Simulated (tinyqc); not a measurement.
Inside a calculation. Model: Keating valence-force model of a tetrahedral crystal. Computed by tinyqc, a small Python program that keeps every step. Command: `OMP_NUM_THREADS=1 python tinyqc.py 3013020 3013021 out.jsonl keating walk`. One thread of a shared host (Intel(R) Xeon(R) Processor @ 2.30GHz), about 0.02 s of CPU time with the checks. Intermediate numbers are printed to about 5 digits and carried at full precision; extremes and crossings named in words are read from the listed rows.

Atom A sits at 0 and atom B at a/4 (1,1,1) of an fcc lattice; the four bonds from A are t = a/4 (1,1,1), a/4 (1,-1,-1), a/4 (-1,1,-1), a/4 (-1,-1,1), of length d = sqrt(3) a/4. Energy: E = (3 alpha/(8 d^2)) sum over bonds (r.r - d^2)^2 + (3 beta/(8 d^2)) sum over pairs of bonds at one atom (r_i.r_j + d^2/3)^2, with beta_A for the six pairs at A and beta_B for the six at B. The cell holds two atoms, Omega = a^3/4. 1 N/m = 1 J/m^2. With constants fitted to the elastic moduli this model puts optical and zone-boundary frequencies of real crystals too high, by up to about 20 % in elemental crystals and up to about 50 % in compounds, and mostly by more for TA modes; in compounds the lattice part of the static dielectric constant then comes out too low.

Inputs (values chosen for the exercise, modelled on indium arsenide): lattice constant a = 6.058 angstrom; mass M_A = 114.82 u; mass M_B = 74.92 u; bond stretching alpha = 36 N/m; bond bending beta_A = 5.9 N/m; bond bending beta_B = 6.96 N/m; Born charge Z* = 2.45 e; eps_inf = 12.4; mesh divisions n = 4; temperature T = 400 K.

Structure: zinc blende.

wave vector q (2 pi/a): [0.8, 0.14, 0]

Constants: 1 eV/angstrom^2 = 16.02176634 J/m^2; nu for 1 eV/(angstrom^2 u) = 15.6333042 THz; 1 THz = 33.35640952 1/cm; e^2/(4 pi eps_0) = 14.39964548 eV angstrom; u = 1.6605390666e-27 kg; h x 1 THz = 4.135667696 meV; k_B = 8.617333262e-05 eV/K.

## Dynamical matrix at q

With displacements u exp(i q.r), each bracket changes by g.u, where g = (g_A, g_B): bond t, g = (-2 t, 2 t exp(i q.t)); pair (i, j) at A, g = (-(t_i + t_j), t_i exp(i q.t_j) + t_j exp(i q.t_i)); pair at B, g = (-t_i exp(-i q.t_j) - t_j exp(-i q.t_i), t_i + t_j). Then D_mn = sum over the 4 bonds and 12 pairs of (4 k/a^2) conj(g_m) g_n / sqrt(M_m M_n), with k = alpha or beta converted to eV/angstrom^2. Only the short-range forces enter; the Coulomb field of the charges is left out.

D(q) (eV/(angstrom^2 u)), rows A x, A y, A z, B x, B y, B z:
$$\begin{pmatrix}
0.10530 & 0.00095 & 0.00000+0.00291i & -0.03444 & 0.01651 & 0.00000-0.00537i \\
0.00095 & 0.09233 & 0.00000+0.00021i & 0.01651 & -0.03444 & 0.00000-0.07388i \\
0.00000-0.00291i & 0.00000-0.00021i & 0.09291 & 0.00000-0.00537i & 0.00000-0.07388i & -0.03444 \\
-0.03444 & 0.01651 & 0.00000+0.00537i & 0.15833 & 0.00123 & 0.00000-0.00379i \\
0.01651 & -0.03444 & 0.00000+0.07388i & 0.00123 & 0.14148 & 0.00000-0.00027i \\
0.00000+0.00537i & 0.00000+0.07388i & -0.03444 & 0.00000+0.00379i & 0.00000+0.00027i & 0.14224
\end{pmatrix}$$

## Frequencies at q

Diagonalise the Hermitian matrix D. An eigenvalue lambda of D in eV/(angstrom^2 u) gives nu = 15.6333042 THz x sqrt(lambda). The weight on A is the sum of |e|^2 over the three components of atom A.

frequencies (THz): [2.7134, 2.7839, 4.6206, 6.4789, 7.0765, 7.1083]

weights on atom A: [0.64221, 0.64253, 0.80488, 0.20114, 0.36622, 0.34302]

The top mode has 34 % of its weight on A, the heavier atom.

## Elastic constants and internal strain

beta = (beta_A + beta_B)/2; C11 = (alpha + 3 beta)/a, C12 = (alpha - beta)/a, C44 = 4 alpha beta/(a (alpha + beta)); with the two sublattices clamped C44(0) = (alpha + beta)/a; internal-strain parameter zeta = (alpha - beta)/(alpha + beta); B = (C11 + 2 C12)/3.

C11 = 91.268 GPa

C12 = 48.811 GPa

C44 = 36.022 GPa

clamped C44(0) = 70.040 GPa

internal-strain parameter zeta = 0.69691

bulk modulus B = 62.964 GPa

Letting the sublattices shift lowers C44 by 49 %, which is zeta^2. A shear is shared between bond lengths and angles. The model fixes 2 C44 (C11 + C12)/((C11 - C12)(C11 + 3 C12)) = 1.000 whatever alpha and beta are.

## Optical mode at the zone centre

beta = (beta_A + beta_B)/2; mu = M_A M_B/(M_A + M_B); lambda = 4 (alpha + beta)/mu with the springs in eV/angstrom^2; nu = 15.6333042 THz x sqrt(lambda).

reduced mass mu = 45.337 u

nu_TO at G = 7.5567 THz

the same as a wavenumber = 252.07 1/cm

## LO-TO splitting

The long-range field adds 4 pi Z*^2 (e^2/(4 pi eps_0))/(eps_inf Omega mu) to lambda for the longitudinal mode at q -> 0; lambda = (nu/15.6333042 THz)^2; eps_0 = eps_inf (nu_LO/nu_TO)^2 (Lyddane-Sachs-Teller; here eps_0 is the static dielectric constant).

nu_LO at G = 8.0994 THz

static dielectric constant = 14.245

The splitting is 7.2 % of nu_TO, and the lattice adds 1.84 to the dielectric constant.

## Frequencies at the zone boundary

The formulas are those given above.

Frequencies (THz) at points given in 2 pi/a:
```
point                nu 1    nu 2    nu 3    nu 4    nu 5    nu 6
X (1, 0, 0)        2.8624  2.8624  5.1231  6.2739  6.9936  6.9936
L (0.5, 0.5, 0.5)  2.0296  2.0296  4.8260  6.3397  7.2791  7.2791
W (1, 0.5, 0)      3.1245  3.2418  4.7485  5.8785  7.0918  7.2213
K (0.75, 0.75, 0)  2.6469  3.4312  4.7836  5.9881  7.0780  7.2122
```

At X the two longitudinal modes are split (5.12 and 6.27 THz) because each moves one sublattice alone.

## Lowest frequency at X

Take the lowest frequency at X = (1, 0, 0) 2 pi/a, the transverse acoustic (TA) mode.

TA frequency at X = 2.8624 THz

## Transverse acoustic branch against its sound line

The sound line is nu = v q/(2 pi) with v = sqrt(C44/rho), rho = (M_A + M_B)/Omega; the clamped line uses C44(0).

Frequencies (THz) along G-X; columns: (1) q (2 pi/a); (2) lowest branch; (3) sound line, relaxed C44; (4) sound line, clamped C44(0); (5) third-lowest frequency; (6) highest frequency:
```
(1)      (2)     (3)     (4)     (5)     (6)
0.05  0.2079  0.2081  0.2901  0.3310  7.5539
0.15  0.6205  0.6242  0.8703  0.9893  7.5312
0.30  1.2186  1.2484  1.7407  1.9534  7.4578
0.45  1.7697  1.8725  2.6110  2.8674  7.3466
0.60  2.2444  2.4967  3.4814  3.7062  7.2157
0.75  2.6076  3.1209  4.3517  4.4373  7.0926
0.90  2.8202  3.7451  5.2221  4.9833  7.0107
1.00  2.8624  4.1612  5.8023  5.1231  6.9936
```

At small q the branch follows the relaxed line (0.999 of it, against 0.717 of the clamped one): in a long shear wave the sublattices shift against each other. At X it reaches 69 % of the relaxed line. Real tetrahedral semiconductors have flatter TA branches than a Keating model fitted to their elastic constants, which needs longer-ranged terms to mend.

## Thermal sums on a mesh

Mesh: q = sum_i (m_i + 1/2)/n b_i, m_i = 0..n-1, with b = [[-1, 1, 1], [1, -1, 1], [1, 1, -1]] in 2 pi/a; sums over the six modes are averaged over the n^3 points and halved, per atom. With x = h nu/(k_B T) and n = 1/(exp(x) - 1) for each mode: F = k_B T [x/2 + ln(1 - exp(-x))], U = k_B T x (n + 1/2), S/k_B = x n - ln(1 - exp(-x)), C/k_B = x^2 n (n + 1). The acoustic share counts the three lowest modes at each q; zero-point energy = sum h nu/2.

free energy F = -63.864 meV/atom

entropy S = 4.9582 k_B/atom

heat capacity C = 2.8967 k_B/atom

acoustic share of C = 0.51169

zero-point energy = 30.979 meV/atom

C is 97 % of the classical value; acoustic and optical modes carry nearly equal shares.

Checks made by the program: slopes of the acoustic branches along [110] against C11, C12 and the relaxed C44 (relative difference 1e-06); zone-centre optical mode against D(q = 0) (relative difference below 1e-10); longitudinal modes at X against the diagonal of D (relative difference below 1e-10).
